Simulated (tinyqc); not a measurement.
Angle series: uniform film or islands? Model: X-ray photoelectron analysis of a thin oxide on a semiconductor: attenuation lengths, thickness, angle series and band offsets. Computed by tinyqc, a small Python program. Command: `OMP_NUM_THREADS=1 python tinyqc.py 3112894 3112895 out.jsonl xps walk`. One thread of a shared host (Intel(R) Xeon(R) Processor @ 2.30GHz), about 0.01 s of CPU time with the checks.

The same element is seen in the oxide and in the substrate, at nearly the same kinetic energy; films are flat and uniform, and the work function is ignored.

Inputs (values chosen for the exercise, modelled on SiO2 on silicon):
```
quantity                                          value     unit
photon energy                                       650       eV
binding energy of the core level                   99.4       eV
oxide density                                      2.21   g/cm^3
oxide formula mass                                60.08    g/mol
valence electrons per oxide formula                  16        -
oxide gap                                          8.97       eV
substrate density                                  2.33   g/cm^3
substrate formula mass                            28.09    g/mol
valence electrons per substrate formula               4        -
substrate gap                                      1.12       eV
oxide thickness d                                   1.1       nm
emission angle from the normal                       30  degrees
attenuation length over inelastic mean free path   0.91        -
carbon overlayer                                   0.35       nm
```

Method:
- TPP-2M: lambda = E/(E_p^2 [b ln(c E) - C/E + D/E^2]) in angstrom, E_p = 28.8 sqrt(N_v rho/M), b = -0.10 + 0.944/sqrt(E_p^2 + E_g^2) + 0.069 rho^0.1, c = 0.191/sqrt(rho), U = N_v rho/M, C = 1.97 - 0.91 U, D = 53.4 - 20.8 U, with E = photon energy less binding energy in eV.
- Attenuation length L = factor x lambda.
- R_0 = (rho_o/M_o) L_o/((rho_s/M_s) L_s); peak ratio R = I_ox/I_sub = R_0 [exp(d/(L_o cos theta)) - 1]; hence d = L_o cos theta ln(1 + R/R_0). A carbon layer weakens both peaks alike, by exp(-d_C/(L_o cos theta)) if its L is taken equal to L_o. This R_0 leaves out intrinsic losses from the substrate peak, so calibrated values can be larger.
- Islands: half of the surface carries 2 d and half none, R = R_0 (1/2)(1 - t)/(1/2 + t/2) with t = exp(-2 d/(L_o cos theta)); the apparent thickness is read with the uniform formula.

R_0 = 0.565471

L in the oxide = 1.75878 nm

Against the angle:
```
theta (degrees)  R, uniform  R, islands  apparent d, islands (nm)
0                    0.4914     0.31378                   0.77634
20                   0.5347     0.32914                   0.75814
35                   0.6479     0.36368                   0.71547
45                   0.8040     0.40073                   0.66624
55                   1.1171     0.45070                   0.59129
65                   1.9184     0.50974                   0.47765
75                   5.7715     0.55654                   0.31191
```

What does the comparison show, and why?

A uniform film gives d = 1.1 nm at every angle. The island film of the same volume reads 0.776 nm at normal emission and 0.312 nm at 75 degrees; its ratio cannot pass R_0, since the bare half always shows the substrate.

Extremes, crossings and ranges named in words are read from the listed rows.
